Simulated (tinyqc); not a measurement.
## Transit time and capacitance from two cut-off frequencies

Problem. 1/(2 pi fT) = tauF + Vt C/JC, C the sum of the junction capacitances per area. Find C, tauF and the limit of fT at high current.

Inputs (values chosen for the exercise): temperature T = 300 K.

Constants: q = 1.602176634e-19 C, kB = 1.380649e-23 J/K, Vt = kB T/q. Results are converted to the units shown.

JC (mA/um^2): [0.042, 0.25]
fT (GHz): [22.937456, 46.530915]

Solution. The delay is a straight line in 1/JC with slope Vt C and intercept tauF.

C = 6.87 fF/um^2
tauF = 2.71 ps
limit of fT = 58.7 GHz

Computed by the program tinyqc: `OMP_NUM_THREADS=1 python tinyqc.py 2320020 2320021 out.jsonl`, one thread of a shared Intel Xeon 2.30GHz, about 0.01 s for the whole run.
